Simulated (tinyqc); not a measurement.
Inside a calculation. Model: front-illuminated p-i-n photodiode, quantum efficiency and bandwidth.

Program tinyqc, `OMP_NUM_THREADS=1 python tinyqc.py 2250035 2250036 out.jsonl`; Intel Xeon 2.30GHz, shared host, one thread, about 0.01 s. Printed values are rounded.

Light enters through a p layer (0 to xp), a depleted layer (xp to xp + wi) and a thick n substrate, decaying as exp(-al x); one pass, no back reflection. Carriers made in the depleted layer are all collected; those in the neutral layers diffuse.

Values chosen for this exercise; values close to those of silicon at this wavelength: wavelength lam = 532 nm; absorption coefficient al = 7760 1/cm; reflectance of the front face Rf = 0.1; relative permittivity eps_r = 11.6; thickness of the front p layer xp = 0.32 um; thickness of the depleted layer wi = 3.8 um; electron diffusion coefficient in the p layer Dn = 12 cm^2/s; electron diffusion length in the p layer Ln = 3.8 um; recombination velocity of the front surface S = 2e5 cm/s; hole diffusion length in the thick n substrate Lp = 4.4 um; electron drift velocity ve = 9.93e6 cm/s; hole drift velocity vh = 7e6 cm/s; diameter dia = 140 um; load resistance RL = 50 ohm; parasitic capacitance Cp = 70 fF; modulation frequency f = 12 GHz.

Constants: q = 1.602176634e-19 C, h = 6.62607015e-34 J s, c = 299792458 m/s, eps0 = 8.8541878128e-14 F/cm where lengths are in cm. Results are converted to the units shown.

## Quantum efficiency

k = al Ln, s = S Ln/Dn, e = exp(-al xp); front layer f1 = (k/(k^2 - 1)) {[s + k - e (s cosh(xp/Ln) + sinh(xp/Ln))]/[s sinh(xp/Ln) + cosh(xp/Ln)] - k e}; depleted layer f2 = e (1 - exp(-al wi)); substrate f3 = e exp(-al wi) al Lp/(1 + al Lp); external efficiency (1 - Rf)(f1 + f2 + f3); responsivity = efficiency q lam/(h c).

s = 6.33333
f1 = 0.179757
f2 = 0.739230
f3 = 0.0316192
external efficiency = 0.855546
responsivity = 0.367104 A/W

The front layer absorbs 22.0 % of the light that enters and collects 81.7 % of that. Diffusion from the neutral layers makes up 22.2 % of the current.

## Response at one frequency

Drift response for pairs made in the depleted layer, a = al wi, g = 1 - exp(-a), u = 2 pi i f, te = wi/ve, th = wi/vh: electrons He = [g - a (exp(-a) - exp(-u te))/(u te - a)]/(u te g), holes Hh = [g - a (1 - exp(-a - u th))/(a + u th)]/(u th g); C = eps0 eps_r pi (dia/2)^2/wi + Cp; total |He + Hh|/sqrt(1 + (2 pi f RL C)^2), for the current of the depleted layer alone.

te = 38.2679 ps
th = 54.2857 ps
He = 0.233801-0.490781i
Hh = 0.129760-0.158758i
|He + Hh| = 0.744364
C = 486.073 fF
total response = 0.356573

The drift response alone falls to 1/sqrt(2) at 13.0 GHz and the RC term alone at 6.55 GHz; together they give 5.69 GHz.
